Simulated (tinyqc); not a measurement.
Ion implantation: universal nuclear stopping, Lindhard-Scharff electronic stopping and a Gaussian range profile: one step, computed by the program tinyqc. Command: `OMP_NUM_THREADS=1 python tinyqc.py 3009677 3009678 out.jsonl implant walk`. One thread of a shared host (Intel(R) Xeon(R) Processor @ 2.30GHz), about 0.05 s of CPU time with the checks.

An ion slows by elastic collisions with screened nuclei and by friction with electrons; channelling is ignored and the target is uniform.

Question. Stopping at the entry energy. Reduced energy eps = 32.53 M2 E/(Z1 Z2 (M1 + M2)(Z1^0.23 + Z2^0.23)), E in keV; s_n = ln(1 + 1.1383 eps)/(2 (eps + 0.01321 eps^0.21226 + 0.19593 eps^0.5)) for eps up to 30 and ln(eps)/(2 eps) above; S_n = 8.462 Z1 Z2 M1 s_n/((M1 + M2)(Z1^0.23 + Z2^0.23)) in 1e-15 eV cm^2. S_e = k 3.83 Z1^(7/6) Z2/(Z1^(2/3) + Z2^(2/3))^(3/2) sqrt(E/M1) in 1e-15 eV cm^2, E in keV. dE/dx = N (S_n + S_e); 1e-15 eV cm^2 = 0.1 eV nm^2.

Inputs (values chosen for the exercise, modelled on boron ions in silicon):
```
quantity                               value    unit
ion atomic number Z1                       5       -
ion mass M1                               11       u
target atomic number Z2                   14       -
target mass M2                         28.09       u
target density N                       49.94  1/nm^3
ion energy E                             3.4     keV
scale factor of electronic stopping k      1       -
```

Give: reduced energy eps; s_n; S_n; S_e; energy loss dE/dx.

Answer.

reduced energy eps = 0.3459

s_n = 0.3519

S_n = 17.87 x 1e-15 eV cm^2

S_e = 7.553 x 1e-15 eV cm^2

energy loss dE/dx = 127.0 eV/nm

Nuclear stopping carries 70 % of the loss at entry.
